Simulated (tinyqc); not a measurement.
Critical temperature from a phonon spectrum: McMillan, Allen-Dynes and the linearised Eliashberg equation: one step, computed by the program tinyqc. Command: `OMP_NUM_THREADS=1 python tinyqc.py 3013385 3013386 out.jsonl eliashberg walk`. One thread of a shared host (Intel(R) Xeon(R) Processor @ 2.30GHz), about 0.01 s of CPU time with the checks.

alpha^2 F(omega) = sum_i (lambda_i omega_i/2) delta(omega - omega_i), so that lambda = 2 int alpha^2 F/omega d omega = sum_i lambda_i.

Problem. Isotope exponent. T_c ~ M^(-a). All omega_i scale as M^(-1/2) at fixed lambda, but mu* = mu/(1 + mu ln(E_F/omega)) changes: d mu*/d ln omega = mu*^2. In the McMillan form a = (1/2) [1 - 1.04 (1 + lambda)(1 + 0.62 lambda) mu*^2/(lambda - mu* (1 + 0.62 lambda))^2].

Inputs (values chosen for the exercise, for a model metal): Coulomb pseudopotential mu* = 0.13.

Peaks in alpha^2 F: two.

lambda = 1.37

Give: isotope exponent a.

Solution.

isotope exponent a = 0.4698

The Coulomb term lowers the exponent below 1/2: lighter ions raise the prefactor but also mu*.
